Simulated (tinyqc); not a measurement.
What moves the results: eight-band Kane k.p model. A value that a table varies takes the place of the one given here.

Eight-band Kane model, basis S, X, Y, Z times spin, zero of energy at the top of the unstrained valence band, c = hbar^2/2m0. Within each spin: H_SS = Eg + A c k^2, H_SX = i P kx (likewise Y, Z), H_XX = -Dso/3 + L kx^2 + M (ky^2 + kz^2), H_XY = N kx ky, and cyclic. Spin-orbit term (Dso/3) L.sigma on X, Y, Z with (L_k)_ij = -i epsilon_kij: <X+|H|Y+> = -i Dso/3, <X+|H|Z-> = Dso/3, <Y+|H|Z-> = -i Dso/3, <Z+|H|X-> = -Dso/3, <Z+|H|Y-> = i Dso/3, <X-|H|Y-> = i Dso/3, and their conjugates; + and - are the spin along z. Terms from inversion asymmetry are left out, so every level is twofold.

P = sqrt(Ep c); A = 1/me - Ep (Eg + 2 Dso/3)/(Eg (Eg + Dso)) keeps the electron mass; g1' = g1 - Ep/(3 Eg), g2' = g2 - Ep/(6 Eg), g3' = g3 - Ep/(6 Eg) remove the coupling to S that the Luttinger values already hold; L = -c (g1' + 4 g2'), M = -c (g1' - 2 g2'), N = -6 c g3'.

Constants: hbar^2/2m0 = 3.80998211 eV angstrom^2.

Values chosen for the exercise (near those of InAs; the results hold for these values, not for the real material):
- Eg = 0.407 eV (gap at Gamma to the s-like level)
- Dso = 0.379 eV (spin-orbit splitting)
- Ep = 21.9 eV (Kane energy)
- me = 0.0274 m0 (electron mass at Gamma)
- g1 = 19.9 (Luttinger gamma1)
- g2 = 8.38 (gamma2)
- g3 = 9.22 (gamma3)
- kmax = 0.04 1/angstrom (end of the path)

## Non-parabolicity of the conduction band

Unstrained, along [111], six points up to kmax. Parabolic: E = c k^2/me. Two-band form: E (1 + alpha E) = c k^2/me with alpha = (1 - me)^2/Eg. The column alpha(k) solves that form for alpha with the eight-band energy. Energies from the conduction edge.

Energies:

| \|k\| (1/angstrom) | parabolic (eV) | two-band (eV) | eight-band (eV) | alpha(k) (1/eV) | parabolic / eight-band |
|---|---|---|---|---|---|
| 0.0067 | 0.0062 | 0.0061 | 0.0061 | 2.966 | 1.018 |
| 0.0133 | 0.0247 | 0.0234 | 0.0231 | 3.001 | 1.069 |
| 0.0200 | 0.0556 | 0.0498 | 0.0484 | 3.056 | 1.148 |
| 0.0267 | 0.0989 | 0.0829 | 0.0792 | 3.127 | 1.248 |
| 0.0333 | 0.1545 | 0.1207 | 0.1133 | 3.212 | 1.364 |
| 0.0400 | 0.2225 | 0.1617 | 0.1490 | 3.308 | 1.493 |

alpha = 2.324 1/eV

What does this show, and why?

At the last point the parabola lies a factor 1.49 above the eight-band value, and the two-band form 12.7 meV above it. The parabola stays within 5 % up to |k| = 0.0067 1/angstrom of the points listed. alpha(k) goes from 2.966 to 3.308 1/eV, a spread of 11.5 % over this range; the simple rule gives 2.324, 22 % below the first value, as it knows neither Dso nor the remote terms.

## Four, six or eight bands for the holes

Unstrained, along [110]. Six bands: the X, Y, Z block alone with the full g1, g2, g3 in L, M, N. Four bands: the same with Dso sent to infinity. HH, LH and SO name the pairs from the top.

Valence levels (eV):

| \|k\| (1/angstrom) | HH 4 | HH 6 | HH 8 | LH 4 | LH 6 | LH 8 | SO 6 | SO 8 |
|---|---|---|---|---|---|---|---|---|
| 0.0067 | -0.0003 | -0.0003 | -0.0003 | -0.0064 | -0.0064 | -0.0063 | -0.3824 | -0.3809 |
| 0.0133 | -0.0013 | -0.0013 | -0.0013 | -0.0257 | -0.0249 | -0.0239 | -0.3933 | -0.3868 |
| 0.0200 | -0.0028 | -0.0028 | -0.0028 | -0.0578 | -0.0536 | -0.0498 | -0.4136 | -0.3972 |
| 0.0267 | -0.0051 | -0.0050 | -0.0050 | -0.1028 | -0.0890 | -0.0803 | -0.4468 | -0.4127 |
| 0.0333 | -0.0079 | -0.0078 | -0.0078 | -0.1606 | -0.1262 | -0.1124 | -0.4978 | -0.4344 |
| 0.0400 | -0.0114 | -0.0111 | -0.0111 | -0.2312 | -0.1605 | -0.1436 | -0.5713 | -0.4632 |

What can be read from the table?

At |k| = 0.0400 the heavy holes of the three models span 0.2 meV and the light holes 87.6 meV. The split-off band moves the light hole by +70.8 meV and treating the conduction band exactly moves it by +16.9 meV more; the split-off band matters more here, where the four-band light-hole energy is 0.61 times Dso and 0.57 times Eg.

## What each parameter does

Unstrained; levels at |k| = kmax along [111], all derived values formed anew. Each row changes one parameter from the base and keeps the others.

Results:

| case | conduction (eV) | heavy hole (eV) | light hole (eV) | split-off (eV) |
|---|---|---|---|---|
| base | 0.5560 | -0.0089 | -0.1432 | -0.4647 |
| Eg = 0.3663 eV | 0.5154 | -0.0089 | -0.1447 | -0.4541 |
| Dso = 0.4169 eV | 0.5567 | -0.0089 | -0.1467 | -0.4971 |
| Ep = 19.71 eV | 0.5550 | -0.0089 | -0.1414 | -0.4708 |
| me = 0.0247 m0 | 0.5746 | -0.0089 | -0.1398 | -0.4623 |
| g1 = 17.91 | 0.5590 | 0.0032 | -0.1328 | -0.4538 |
| g2 = 7.542 | 0.5560 | -0.0089 | -0.1432 | -0.4647 |
| g3 = 8.298 | 0.5612 | -0.0201 | -0.1435 | -0.4583 |

How do the results move?

The largest shifts from the base row, up to three for each result and ties (the steps differ in size, so this ranks the rows, not the parameters). conduction (eV): Eg -0.0407, me +0.0186, g3 +0.0052; unchanged at the printed digits by g2. heavy hole (eV): g1 +0.0121, g3 -0.0112; unchanged at the printed digits by Eg, Dso, Ep, me and g2. light hole (eV): g1 +0.0104, Dso -0.0035, me +0.0034; unchanged at the printed digits by g2. split-off (eV): Dso -0.0324, g1 +0.0109, Eg +0.0105; unchanged at the printed digits by g2. Along [111] the heavy hole follows g1 - 2 g3 alone.

Computed by tinyqc, a small Python program: `OMP_NUM_THREADS=1 python tinyqc.py 1051378 1051379 out.jsonl` (the numbers bound the seed that draws the inputs); one thread of a shared host (Intel(R) Xeon(R) Processor @ 2.30GHz), about 0.01 s for the whole set of steps.
